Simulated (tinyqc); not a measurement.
Inside a calculation. Model: MOSFET in saturation, small-signal circuit and noise.

tinyqc, about 0.01 s, one thread, Intel Xeon 2.30GHz (shared host): `OMP_NUM_THREADS=1 python tinyqc.py 2150044 2150045 out.jsonl` Printed values are rounded.

Bias by the inversion coefficient IC = I/Ispec (charge-based model with velocity saturation; weak inversion below 0.1, strong above 10). Common-source circuit: gm, gds, Cgs, Cgd and Cj at the inner nodes, Rg in series with the gate; quasi-static, no source or drain resistance, no gate-body capacitance, no substrate network, no induced gate noise, so fmax is an upper estimate.

Inputs (values chosen for the exercise): temperature T = 300 K; gate length L = 130 nm; total gate width W = 10 um; gate capacitance Cox = 2.01 uF/cm^2; mobility mu = 160 cm^2/(V s); slope factor n = 1.32; velocity-saturation length Ls = 15 nm; ratio gds/gm sg = 0.026; overlap and fringe capacitance per side Cov = 0.28 fF/um; drain junction capacitance Cj = 0.73 fF/um; sheet resistance of the gate Rsh = 8 ohm; finger width Wf = 0.5 um; gate contact and vertical resistance Rc = 200 ohm um; inversion coefficient IC = 0.16; short-channel excess of the noise factor gw = 0.13; oxide trap density Nt = 2.8e17 cm^-3 eV^-1; tunnelling length into the oxide lt = 0.1 nm; Coulomb scattering coefficient ac = 0 V s/C; signal frequency f = 0.7 GHz.

Constants: q = 1.602176634e-19 C, kB = 1.380649e-23 J/K, Vt = kB T/q. Results are converted to the units shown.

Range of the model: fmax exceeds 4 fT, where channel resistance and substrate losses, left out here, would cap it.

## Current, transconductance and gain

Ispec = 2 n mu Cox (W/L) Vt^2, lc = Ls/L, gms = [sqrt((lc IC + 1)^2 + 4 IC) - 1]/[2 + lc (lc IC + 1)], gm = gms Ispec/(n Vt), gds = sg gm.

Ispec = 43.64806 uA
I = 6.983689 uA
gms = 0.1393578
gm = 0.1782494 mS
gds = 0.004634485 mS
gm/I = 25.52368 1/V

gm/I is 87.1 % of its weak-inversion limit 1/(n Vt); without velocity saturation (lc = 0) gms would be 0.140.

## Capacitances, gate resistance and cut-off frequencies

qs = [sqrt(1 + 4 IC) - 1]/2, Cgs = Cox W L qs (2 qs + 3)/(3 (qs + 1)^2) + Cov W, Cgd = Cov W, Cd = Cj W, Rg = Rsh (Wf/L)/(12 Nf) + Rc/W with Nf = W/Wf fingers (not rounded) contacted at both ends. fT = gm/(2 pi (Cgs + Cgd)), fmax = fT/(2 sqrt(Rg (gds + 2 pi fT Cgd))).

Cgs = 5.883352 fF
Cgd = 2.8 fF
Cd = 7.3 fF
Rg = 20.12821 ohm
fT = 3.267088 GHz
fmax = 46.19981 GHz

Overlap and fringe make up 64.5 % of the gate capacitance; fmax is 14.1 times fT.

## Admittance matrix

Inner admittances at w = 2 pi f: y11 = i w (Cgs + Cgd), y12 = -i w Cgd, y21 = gm - i w Cgd, y22 = gds + i w (Cgd + Cd). Invert to Z, add Rg to Z11 and invert back to Y.

inner y (mS):
```
                      1                     2
1  0.0000000+0.0381914i  0.0000000-0.0123150i
2  0.1782494-0.0123150i  0.0046345+0.0444221i
```

Y with Rg (mS):
```
                      1                      2
1  0.0000294+0.0381914i  -0.0000095-0.0123150i
2  0.1782399-0.0124521i   0.0046376+0.0444663i
```

## Current gain and unilateral power gain

|h21| = |Y21/Y11|; U = |Y21 - Y12|^2/(4 [Re Y11 Re Y22 - Re Y12 Re Y21]). Extrapolated at 20 dB a decade: f |h21| and f sqrt(U).

|h21| = 4.678395
U = 4355.965
f |h21| = 3.274876 GHz
f sqrt(U) = 46.19981 GHz

f |h21| is 0.24 % above the formula for fT, and f sqrt(U) within 0.01 % of that for fmax.

## Noise at the gate

Channel noise Sid = 4 kB T gam n gm with gam = (1/2 + (2/3) qs)/(1 + qs) + gw lc IC, qs = [sqrt(1 + 4 IC) - 1]/2, lc = Ls/L (the last term an empirical rise with velocity saturation); at the gate, white noise Sw = Sid/gm^2 + 4 kB T Rg. Number fluctuation with correlated mobility: S(f) = K/f, K = q^2 Vt lt Nt/(W L Cox^2) (1 + ac mu Cox I/gm)^2, Vt in eV with Nt per eV. Corner fc = K/Sw. Full shot noise would be 2 q I.

gam = 0.5229079
Sid = 2.038411e-24 A^2/Hz
Sid/(2 q I) = 0.9108913
sqrt(Sw) = 8.030518 nV/Hz^0.5
K = 3.537834e-11 V^2
fc = 0.5485932 MHz

The gate resistance gives 0.52 % of the white noise power. In weak inversion gm = I/(n Vt), so with gam = 1/2 the thermal formula equals shot noise.
